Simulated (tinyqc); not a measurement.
Matthiessen's rule against the full average: mobility of a non-polar semiconductor in the relaxation-time approximation. Computed by tinyqc, a small Python program. Command: `OMP_NUM_THREADS=1 python tinyqc.py 3024755 3024756 out.jsonl rta walk`. One thread of a shared host (Intel(R) Xeon(R) Processor @ 2.30GHz), about 0.01 s of CPU time with the checks.

Each valley is treated as a sphere of mass m_d for states and rates, with one isotropic relaxation time; the conductivity mass m_c sets the current.

Inputs (values chosen for the exercise, modelled on holes in germanium): longitudinal mass m_l = 0.298 m_0; transverse mass m_t = 0.298 m_0; equivalent valleys Z = 1; non-parabolicity alpha = 0.29 1/eV; static permittivity eps_s = 16; density rho = 5323 kg/m^3; sound velocity v_l = 5430 m/s; acoustic deformation potential D_A = 5.4 eV; phonon energy hbar w = 38.7 meV; optical or intervalley deformation potential D_o = 9.2 1e8 eV/cm; final valleys Z_f = 1; carrier density n = 7.5e+14 1/cm^3; compensation ratio C = 0.38; temperature T = 300 K; alloy fraction x = 0.31; alloy potential U = 0.68 eV; lattice constant a = 5.41 angstrom.

Band: Kane. Impurity formula: Brooks-Herring. Further scattering: alloy.

Constants: k_B = 8.617333262e-05 eV/K; m_0 = 9.1093837015e-31 kg; e = 1.602176634e-19 C; hbar = 1.054571817e-34 J s; eps_0 = 8.8541878128e-12 F/m; k_B = 1.380649e-23 J/K; hbar = 6.582119569e-16 eV s.

Method:
- m_d = (m_l m_t^2)^(1/3); 1/m_c = (1/m_l + 2/m_t)/3; Hall mass factor A = 3 K_m (K_m + 2)/(2 K_m + 1)^2, K_m = m_l/m_t; N_I = n (1 + C)/(1 - C).
- Kane band: hbar^2 k^2/(2 m) = E (1 + alpha E), speed v = hbar k/(m (1 + 2 alpha E)), states per spin, volume and energy g(E) = m k (1 + 2 alpha E)/(2 pi^2 hbar^2); overlap factors are set to 1. Here m = m_d. Masses are multiplied by m_0 and all formulas are in SI units.
- The reduced Fermi level eta = E_F/(k_B T) solves n = 2 Z int g f dE with f = 1/(1 + exp(x - eta)) (Z = 1 unless valleys are given); screening length L_s = sqrt(eps_s eps_0 k_B T/(e^2 dn/deta)), dn/deta = 2 Z int g f (1 - f) dE.
- Integrals over x = E/(k_B T) use 160 Gauss-Legendre points in u = sqrt(x) from 0 to sqrt(max(eta, 0) + 32).
- Phonon occupation N_q = 1/(exp(hbar w/(k_B T)) - 1).
- Acoustic deformation potential (elastic, equipartition, absorption and emission together): 1/tau = 2 pi k_B T D_A^2 g(E)/(hbar rho v_l^2).
- Optical or intervalley deformation potential: 1/tau = (pi Z_f D_o^2/(rho w)) [N_q g(E + hbar w) + (N_q + 1) g(E - hbar w)], with g = 0 below the band edge.
- Each optical term is multiplied by (1 - f(E'))/(1 - f(E)), E' the final energy, for Pauli blocking.
- Singly charged impurities, momentum relaxation: 1/tau = N_I e^4 m (1 + 2 alpha E) Phi/(8 pi (eps_s eps_0)^2 hbar^3 k^3), with alpha = 0 for a parabolic band.
- Brooks-Herring: Phi = ln(1 + b) - b/(1 + b), b = 4 k^2 L_s^2.
- Alloy disorder: 1/tau = (2 pi/hbar) Omega x (1 - x) U^2 g(E), Omega = a^3/4 (other conventions for Omega rescale U).
- mu = (m_d/m_c) (2 Z e/(3 n k_B T)) int g v^2 tau f (1 - f) dE.
- Averages over x are split at the emission threshold x_0 = hbar w/(k_B T): 64 Gauss-Legendre points in sqrt(x) below it and 128 in sqrt(x - x_0) above it, up to x = max(eta, 0) + 32.
- Rates are added at each energy before the average. With <y> = int g v^2 y f (1 - f) dE: Hall factor r_H = A (3 n k_B T/(2 Z m_d)) <tau^2/(1 + 2 alpha E)>/<tau>^2 (alpha = 0 for a parabolic band); Hall mobility r_H mu; |S| = (k_B/e) (<x tau>/<tau> - eta); resistivity 1/(n e mu).
- Matthiessen's rule adds 1/mu of the separate processes.

acoustic mobility = 6317.02 cm^2/(V s)

optical mobility = 4751.87 cm^2/(V s)

ionised impurity mobility = 438237 cm^2/(V s)

alloy mobility = 1241.62 cm^2/(V s)

drift mobility mu = 813.308 cm^2/(V s)

Separate mobilities:
```
process           mu (cm^2/(V s))  share of the sum of 1/mu (%)
acoustic               6.3170e+03                    1.3456e+01
optical                4.7519e+03                    1.7888e+01
ionised impurity       4.3824e+05                    1.9397e-01
alloy                  1.2416e+03                    6.8462e+01
```

mobility by Matthiessen's rule = 850.03 cm^2/(V s)

excess of Matthiessen's rule over the full mu = 4.5151 %

The rule gives 850.0 against the full 813.3, 4.5 % too high; it can only overestimate, since each separate average is carried by the energies where that process is weak. The largest shares are alloy (68 %) and optical (18 %).

Extremes, crossings and ranges named in words are read from the listed rows.
